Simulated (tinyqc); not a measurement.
UHF in the 6-311g basis, for H2-, spin multiplicity 2, step by step (part 2 of 2). The basis has no diffuse functions, so it cannot describe the extra electron: this is an exercise in the method, not the real anion. Computed by tinyqc, a small Python program that keeps every step (integrals from PySCF). Command: `OMP_NUM_THREADS=1 python tinyqc.py 27951 27952 out.jsonl` (the two numbers bound the seeds that draw the settings). One thread of a shared host (Intel(R) Xeon(R) Processor @ 2.60GHz), about 0.1 s of CPU time with the checks.

Geometry (angstrom):
```
atom         x         y         z
H     0.000000  0.000000  0.000000
H     0.000000  0.000000  0.945000
```

## Iteration 3: building the Fock matrix

D(alpha) after iteration 2, lower triangle:
```
           1H 1s      1H 2s      1H 3s     2H 1s     2H 2s     2H 3s
1H 1s   0.067733
1H 2s   0.103497   0.164826
1H 3s   0.160181   0.161466   1.436365
2H 1s   0.008185   0.018862  -0.077858  0.067733
2H 2s   0.018862   0.032455  -0.028670  0.103497  0.164826
2H 3s  -0.077858  -0.028670  -1.346905  0.160181  0.161466  1.436365
```

D(beta) after iteration 2, lower triangle:
```
          1H 1s     1H 2s     1H 3s     2H 1s     2H 2s     2H 3s
1H 1s  0.032920
1H 2s  0.048855  0.074224
1H 3s  0.046851  0.064845  0.079657
2H 1s  0.009849  0.010486  0.023592  0.032920
2H 2s  0.010486  0.010412  0.026164  0.048855  0.074224
2H 3s  0.023592  0.026164  0.056209  0.046851  0.064845  0.079657
```

core Hamiltonian H = T + V (hartree), lower triangle:
```
           1H 1s      1H 2s      1H 3s      2H 1s      2H 2s      2H 3s
1H 1s  -0.366675
1H 2s  -0.906410  -0.958894
1H 3s  -0.617011  -0.796319  -0.776084
2H 1s  -0.355727  -0.537851  -0.480370  -0.366675
2H 2s  -0.537851  -0.731872  -0.680912  -0.906410  -0.958894
2H 3s  -0.480370  -0.680912  -0.706694  -0.617011  -0.796319  -0.776084
```

nuclear repulsion = 0.55997588 hartree

Given earlier and not repeated: Two-electron integrals (ij|kl) in chemists' order.

J_ij = sum D_kl (ij|kl) with D = D(alpha) + D(beta), K_ij = sum D_kl (ik|jl) for each spin; F = H + J - K(s); E = tr D H + tr D J / 2 - 0.5 sum_s tr D(s) K(s) + E_nn.

Coulomb J (hartree), lower triangle:
```
          1H 1s     1H 2s     1H 3s     2H 1s     2H 2s     2H 3s
1H 1s  1.923674
1H 2s  1.278295  1.571135
1H 3s  0.661743  1.133899  1.177613
2H 1s  0.249615  0.579519  0.496699  1.923674
2H 2s  0.579519  0.982532  0.912544  1.278295  1.571135
2H 3s  0.496699  0.912544  1.030671  0.661743  1.133899  1.177613
```

exchange K(alpha) (hartree), lower triangle:
```
          1H 1s     1H 2s     1H 3s     2H 1s     2H 2s     2H 3s
1H 1s  0.618058
1H 2s  0.610254  0.712613
1H 3s  0.438061  0.560600  0.474239
2H 1s  0.237666  0.385529  0.356016  0.618058
2H 2s  0.385529  0.545746  0.488574  0.610254  0.712613
2H 3s  0.356016  0.488574  0.437340  0.438061  0.560600  0.474239
```

exchange K(beta) (hartree), lower triangle:
```
          1H 1s     1H 2s     1H 3s     2H 1s     2H 2s     2H 3s
1H 1s  0.335587
1H 2s  0.345670  0.421529
1H 3s  0.260279  0.347089  0.305232
2H 1s  0.156584  0.247926  0.229200  0.335587
2H 2s  0.247926  0.356013  0.323406  0.345670  0.421529
2H 3s  0.229200  0.323406  0.295612  0.260279  0.347089  0.305232
```

F(alpha) (hartree), lower triangle:
```
           1H 1s      1H 2s      1H 3s      2H 1s      2H 2s      2H 3s
1H 1s   0.938941
1H 2s  -0.238369  -0.100372
1H 3s  -0.393329  -0.223019  -0.072710
2H 1s  -0.343778  -0.343861  -0.339688   0.938941
2H 2s  -0.343861  -0.295086  -0.256943  -0.238369  -0.100372
2H 3s  -0.339688  -0.256943  -0.113363  -0.393329  -0.223019  -0.072710
```

F(beta) (hartree), lower triangle:
```
           1H 1s      1H 2s      1H 3s      2H 1s      2H 2s     2H 3s
1H 1s   1.221412
1H 2s   0.026215   0.190711
1H 3s  -0.215546  -0.009508   0.096296
2H 1s  -0.262695  -0.206258  -0.212872   1.221412
2H 2s  -0.206258  -0.105353  -0.091775   0.026215   0.190711
2H 3s  -0.212872  -0.091775   0.028365  -0.215546  -0.009508  0.096296
```

total energy of this density = -0.96439185 hartree

This density is a damped mixture and is not idempotent, and it still holds part of the atomic start, so its energy may lie below the converged one.

## Iteration 3: diagonalisation and new density

X, lower triangle:
```
           1H 1s      1H 2s      1H 3s      2H 1s      2H 2s     2H 3s
1H 1s   1.376374
1H 2s  -0.754952   2.235293
1H 3s   0.214136  -1.071977   2.420118
2H 1s   0.042672  -0.007179  -0.040864   1.376374
2H 2s  -0.007179  -0.428901   0.290558  -0.754952   2.235293
2H 3s  -0.040864   0.290558  -1.233263   0.214136  -1.071977  2.420118
```

overlap S, lower triangle:
```
          1H 1s     1H 2s     1H 3s     2H 1s     2H 2s     2H 3s
1H 1s  1.000000
1H 2s  0.706377  1.000000
1H 3s  0.373664  0.788963  1.000000
2H 1s  0.125663  0.309483  0.276119  1.000000
2H 2s  0.309483  0.594782  0.614997  0.706377  1.000000
2H 3s  0.276119  0.614997  0.848892  0.373664  0.788963  1.000000
```

Diagonalise F' = X^T F X, C = X C', fill 2 alpha and 1 beta electrons from the bottom; D(s) = C_occ C_occ^T; the new density keeps 0.7 of the old one (damping). Each column has its largest component positive (the first on a tie).

F' = X^T F X (alpha) (hartree), lower triangle:
```
           1          2          3          4          5         6
1   2.061090
2  -1.256647   1.212779
3  -0.035496  -0.426429   0.368622
4  -0.072242  -0.174488  -0.126866   2.061090
5  -0.174488  -0.186089  -0.010149  -1.256647   1.212779
6  -0.126866  -0.010149  -0.107892  -0.035496  -0.426429  0.368622
```

orbital energies (alpha) (hartree): MO1 -0.340373, MO2 0.231528, MO3 0.593431, MO4 0.827169, MO5 2.950017, MO6 3.023209

coefficients C (alpha):
```
            MO1        MO2        MO3        MO4        MO5        MO6
1H 1s  0.167083   0.112843  -0.037090  -0.087156  -1.086805  -1.132691
1H 2s  0.270856   0.086479  -0.827699  -1.414747   1.657652   1.211944
1H 3s  0.194223   1.614667   0.879286   1.983607  -1.045233  -0.462348
2H 1s  0.167083  -0.112843  -0.037090   0.087156   1.086805  -1.132691
2H 2s  0.270856  -0.086479  -0.827699   1.414747  -1.657652   1.211944
2H 3s  0.194223  -1.614667   0.879286  -1.983607   1.045233  -0.462348
```

F' = X^T F X (beta) (hartree), lower triangle:
```
           1          2          3          4          5         6
1   2.251170
2  -1.145077   1.355664
3   0.021449  -0.349568   0.442106
4  -0.061781  -0.152642  -0.114906   2.251170
5  -0.152642  -0.172770  -0.010174  -1.145077   1.355664
6  -0.114906  -0.010174  -0.125187   0.021449  -0.349568  0.442106
```

orbital energies (beta) (hartree): MO1 -0.046691, MO2 0.432426, MO3 0.652027, MO4 0.950627, MO5 3.025625, MO6 3.083866

coefficients C (beta):
```
            MO1        MO2        MO3        MO4        MO5        MO6
1H 1s  0.141111   0.087177   0.039918  -0.075388  -1.090042  -1.136123
1H 2s  0.183561  -0.156727   0.874990  -1.453354   1.618640   1.194971
1H 3s  0.297327   1.936959  -0.854517   1.690280  -1.012672  -0.453904
2H 1s  0.141111  -0.087177   0.039918   0.075388   1.090042  -1.136123
2H 2s  0.183561   0.156727   0.874990   1.453354  -1.618640   1.194971
2H 3s  0.297327  -1.936959  -0.854517  -1.690280   1.012672  -0.453904
```

D(alpha) after iteration 3, lower triangle:
```
           1H 1s      1H 2s      1H 3s     2H 1s     2H 2s     2H 3s
1H 1s   0.059608
1H 2s   0.088952   0.139630
1H 3s   0.176523   0.170698   1.798918
2H 1s   0.010285   0.023853  -0.099426  0.059608
2H 2s   0.023853   0.042484  -0.046177  0.088952  0.139630
2H 3s  -0.099426  -0.046177  -1.713662  0.176523  0.170698  1.798918
```

D(beta) after iteration 3, lower triangle:
```
          1H 1s     1H 2s     1H 3s     2H 1s     2H 2s     2H 3s
1H 1s  0.029018
1H 2s  0.041969  0.062065
1H 3s  0.045382  0.061765  0.082281
2H 1s  0.012868  0.015111  0.029101  0.029018
2H 2s  0.015111  0.017397  0.034688  0.041969  0.062065
2H 3s  0.029101  0.034688  0.065867  0.045382  0.061765  0.082281
```

## Iteration 4: building the Fock matrix

As before.

Coulomb J (hartree), lower triangle:
```
          1H 1s     1H 2s     1H 3s     2H 1s     2H 2s     2H 3s
1H 1s  1.870557
1H 2s  1.245977  1.538724
1H 3s  0.645512  1.113361  1.161961
2H 1s  0.242632  0.564243  0.484246  1.870557
2H 2s  0.564243  0.960404  0.894911  1.245977  1.538724
2H 3s  0.484246  0.894911  1.015937  0.645512  1.113361  1.161961
```

exchange K(alpha) (hartree), lower triangle:
```
          1H 1s     1H 2s     1H 3s     2H 1s     2H 2s     2H 3s
1H 1s  0.573482
1H 2s  0.571781  0.673467
1H 3s  0.412766  0.532867  0.454747
2H 1s  0.220211  0.356105  0.330315  0.573482
2H 2s  0.356105  0.505832  0.456598  0.571781  0.673467
2H 3s  0.330315  0.456598  0.413553  0.412766  0.532867  0.454747
```

exchange K(beta) (hartree), lower triangle:
```
          1H 1s     1H 2s     1H 3s     2H 1s     2H 2s     2H 3s
1H 1s  0.326304
1H 2s  0.342800  0.424795
1H 3s  0.261993  0.353924  0.314306
2H 1s  0.162140  0.253136  0.233497  0.326304
2H 2s  0.253136  0.363983  0.331764  0.342800  0.424795
2H 3s  0.233497  0.331764  0.305161  0.261993  0.353924  0.314306
```

F(alpha) (hartree), lower triangle:
```
           1H 1s      1H 2s      1H 3s      2H 1s      2H 2s      2H 3s
1H 1s   0.930401
1H 2s  -0.232214  -0.093636
1H 3s  -0.384264  -0.215825  -0.068870
2H 1s  -0.333307  -0.329713  -0.326439   0.930401
2H 2s  -0.329713  -0.277301  -0.242599  -0.232214  -0.093636
2H 3s  -0.326439  -0.242599  -0.104309  -0.384264  -0.215825  -0.068870
```

F(beta) (hartree), lower triangle:
```
           1H 1s      1H 2s      1H 3s      2H 1s      2H 2s     2H 3s
1H 1s   1.177578
1H 2s  -0.003232   0.155035
1H 3s  -0.233492  -0.036881   0.071570
2H 1s  -0.275236  -0.226744  -0.229622   1.177578
2H 2s  -0.226744  -0.135451  -0.117764  -0.003232   0.155035
2H 3s  -0.229622  -0.117764   0.004082  -0.233492  -0.036881  0.071570
```

total energy of this density = -0.96096015 hartree

This density is a damped mixture and is not idempotent, and it still holds part of the atomic start, so its energy may lie below the converged one.

## Iteration 4: diagonalisation and new density

As before.

F' = X^T F X (alpha) (hartree), lower triangle:
```
           1          2          3          4          5         6
1   2.038779
2  -1.244499   1.200463
3  -0.033890  -0.429487   0.355879
4  -0.070043  -0.168515  -0.120084   2.038779
5  -0.168515  -0.174893   0.000652  -1.244499   1.200463
6  -0.120084   0.000652  -0.098228  -0.033890  -0.429487  0.355879
```

orbital energies (alpha) (hartree): MO1 -0.324601, MO2 0.196325, MO3 0.583853, MO4 0.820823, MO5 2.921136, MO6 2.992705

coefficients C (alpha):
```
            MO1        MO2        MO3        MO4        MO5        MO6
1H 1s  0.167053   0.111630  -0.039802  -0.088537  -1.086819  -1.132603
1H 2s  0.267955   0.092938  -0.826310  -1.411862   1.659761   1.213535
1H 3s  0.197231   1.607334   0.877747   1.986751  -1.050552  -0.463997
2H 1s  0.167053  -0.111630  -0.039802   0.088537   1.086819  -1.132603
2H 2s  0.267955  -0.092938  -0.826310   1.411862  -1.659761   1.213535
2H 3s  0.197231  -1.607334   0.877747  -1.986751   1.050552  -0.463997
```

F' = X^T F X (beta) (hartree), lower triangle:
```
           1          2          3          4          5         6
1   2.206480
2  -1.144376   1.333122
3   0.018690  -0.354410   0.435510
4  -0.065250  -0.157616  -0.117277   2.206480
5  -0.157616  -0.180711  -0.015868  -1.144376   1.333122
6  -0.117277  -0.015868  -0.131249   0.018690  -0.354410  0.435510
```

orbital energies (beta) (hartree): MO1 -0.084938, MO2 0.429652, MO3 0.637128, MO4 0.934453, MO5 2.988218, MO6 3.045712

coefficients C (beta):
```
            MO1        MO2        MO3        MO4        MO5        MO6
1H 1s  0.143812   0.088508   0.041637  -0.080259  -1.089587  -1.135722
1H 2s  0.197707  -0.141491   0.866843  -1.446304   1.626341   1.198645
1H 3s  0.282184   1.918727  -0.858154   1.706035  -1.020926  -0.456701
2H 1s  0.143812  -0.088508   0.041637   0.080259   1.089587  -1.135722
2H 2s  0.197707   0.141491   0.866843   1.446304  -1.626341   1.198645
2H 3s  0.282184  -1.918727  -0.858154  -1.706035   1.020926  -0.456701
```

D(alpha) after iteration 4, lower triangle:
```
           1H 1s      1H 2s      1H 3s     2H 1s     2H 2s     2H 3s
1H 1s   0.053836
1H 2s   0.078808   0.121873
1H 3s   0.187279   0.180158   2.045969
2H 1s   0.011833   0.027013  -0.113542  0.053836
2H 2s   0.027013   0.048688  -0.061284  0.078808  0.121873
2H 3s  -0.113542  -0.061284  -1.962950  0.187279  0.180158  2.045969
```

D(beta) after iteration 4, lower triangle:
```
          1H 1s     1H 2s     1H 3s     2H 1s     2H 2s     2H 3s
1H 1s  0.026517
1H 2s  0.037908  0.055172
1H 3s  0.043942  0.059972  0.081485
2H 1s  0.015212  0.019107  0.032545  0.026517
2H 2s  0.019107  0.023904  0.041018  0.037908  0.055172
2H 3s  0.032545  0.041018  0.069995  0.043942  0.059972  0.081485
```

## Convergence

Stop when the energy changes by less than 1e-09 hartree and every element of the error matrix X^T (F D S - S D F) X (for each spin) is below 9e-06.

Course of the cycle:
```
iteration  E (hartree)     change  largest element of the error matrix
1          -1.01494228          -                             1.08e-01
2          -0.97824676   3.67e-02                             7.37e-02
3          -0.96439185   1.39e-02                             5.13e-02
4          -0.96096015   3.43e-03                             3.65e-02
5          -0.96191478  -9.55e-04                             2.65e-02
6          -0.96441448  -2.50e-03                             1.97e-02
7          -0.96718954  -2.78e-03                             1.49e-02
8          -0.96972522  -2.54e-03                             1.15e-02
9          -0.97185688  -2.13e-03                             9.68e-03
10         -0.97357268  -1.72e-03                             8.40e-03
11         -0.97491991  -1.35e-03                             7.35e-03
12         -0.97596220  -1.04e-03                             6.48e-03
13         -0.97676136  -7.99e-04                             5.73e-03
14         -0.97737079  -6.09e-04                             5.08e-03
...                ...        ...                                  ...
49         -0.97929168  -4.63e-08                             5.53e-05
50         -0.97929172  -3.54e-08                             4.85e-05
51         -0.97929174  -2.72e-08                             4.24e-05
52         -0.97929176  -2.08e-08                             3.71e-05
53         -0.97929178  -1.59e-08                             3.25e-05
54         -0.97929179  -1.22e-08                             2.85e-05
55         -0.97929180  -9.36e-09                             2.49e-05
56         -0.97929181  -7.17e-09                             2.18e-05
57         -0.97929181  -5.49e-09                             1.91e-05
58         -0.97929182  -4.21e-09                             1.67e-05
59         -0.97929182  -3.23e-09                             1.47e-05
60         -0.97929182  -2.47e-09                             1.28e-05
61         -0.97929183  -1.89e-09                             1.12e-05
62         -0.97929183  -1.45e-09                             9.84e-06
```

PySCF UHF in the same basis, after a stability check = -0.97929183 hartree

Not converged within the cap of 62 iterations: the residual falls steadily but slowly, by a factor of about 0.88 a step. Reruns (cap 100 unless said): DIIS 8: converged in 9; damping 0.5: converged in 38; level shift 0.5: converged in 30; atomic densities as start, DIIS 8: converged in 9; the original settings with a cap of 400: converged in 64.
